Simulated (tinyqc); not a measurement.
Changing the junction depth x_j: lateral field, substrate current, probability of reaching the oxide barrier and hot-carrier lifetime of a silicon transistor (pseudo-two-dimensional and lucky-electron models). Computed by tinyqc, a small Python program. Command: `OMP_NUM_THREADS=1 python tinyqc.py 3019364 3019365 out.jsonl hotcar sweep`. One thread of a shared host (Intel(R) Xeon(R) Processor @ 2.30GHz), about 0.01 s of CPU time with the checks.

Local-field models: a lucky carrier gains its energy at the peak field over a path free of collisions. Voltages are magnitudes.

Inputs (values chosen for the exercise, modelled on a silicon n-channel): channel length L = 450 nm; oxide thickness t = 8.9 nm; mobility mu = 410 cm^2/(V s); saturation velocity v_s = 0.9 1e7 cm/s; threshold voltage V_T = 0.52 V; gate voltage V_G = 1.3 V; drain voltage V_D = 2.3 V; ionisation prefactor A_i = 2.2e+06 1/cm; ionisation field B_i = 1.71 MV/cm; hot-carrier mean free path lambda = 7.9 nm; oxide barrier phi_b = 3.1 eV; interface-trap threshold phi_it = 3.6 eV; lifetime constant H = 700 s microampere/micrometre.

Drain: abrupt.

Constants: eps_0 = 8.8541878128e-12 F/m.

Method:
- C_ox = 3.9 eps_0/t; F_sat = 2 v_s/mu; V_Dsat = V_ov F_sat L/(V_ov + F_sat L), V_ov = V_G - V_T; I_D/W = C_ox v_s (V_ov - V_Dsat).
- Scale length l = 0.22 t^(1/3) x_j^(1/2) (all in cm); F_m = sqrt(((V_D - V_Dsat)/l_e)^2 + F_sat^2), with l_e = l; length of the velocity-saturated region l_e ln((V_D - V_Dsat)/(l_e F_sat) + F_m/F_sat).
- Substrate current I_sub/I_D = (A_i/B_i)(V_D - V_Dsat) exp(-B_i/F_m); probability of reaching the oxide barrier exp(-phi_b/(e lambda F_m)); lifetime tau = (H/(I_D/W)) exp(phi_it/(e lambda F_m)).

One run for each value; columns: (1) junction depth x_j (nm); (2) peak field F_m (kV/cm); (3) substrate current I_sub/W (microampere/micrometre); (4) lifetime tau (s); (5) scale length l (nm):
```
(1)    (2)        (3)        (4)    (5)
23   544.2  7.456e+00  3.934e+04   32.1
33   455.0  4.026e+00  2.033e+05   38.4
47   382.0  1.963e+00  1.378e+06   45.9
95   270.5  3.101e-01  1.884e+08   65.2
140  224.2  8.408e-02  6.104e+09   79.2
190  193.8  2.537e-02  1.486e+11   92.2
280  161.5  4.364e-03  1.620e+13  112.0
```

Give the missing row, junction depth x_j (nm) = 67.

Computed row; columns: (1) junction depth x_j (nm); (2) peak field F_m (kV/cm); (3) substrate current I_sub/W (microampere/micrometre); (4) lifetime tau (s); (5) scale length l (nm):
```
(1)    (2)        (3)        (4)   (5)
67   320.8  8.363e-01  1.339e+07  54.8
```

Interpolating between the two neighbouring rows (the first column on a logarithmic scale, the others too where they are positive) misses most in lifetime tau (s), by 23 %. Over the rows, peak field F_m (kV/cm) falls from 544 to 162 (exponent d ln y / d ln x -0.50 between the first rows and -0.47 between the last); substrate current I_sub/W (microampere/micrometre) falls from 7.46 to 0.00436 (exponent d ln y / d ln x -1.7 between the first rows and -4.5 between the last); lifetime tau (s) rises from 39300 to 1.62e13 (exponent d ln y / d ln x 4.5 between the first rows and 12 between the last). The exponent of peak field F_m stays between -0.50 and -0.47, near -0.50: l grows as x_j^(1/2).

Caution (all rows): the empirical formula for l was fitted to oxides of about 15 nm or more; for thinner ones it is an extrapolation. Caution (all rows): e V_D is below phi_b or phi_it, so the available energy, not the field, limits hot carriers, and the lucky-electron formulas overstate them.

Extremes, crossings and ranges named in words are read from the listed rows.
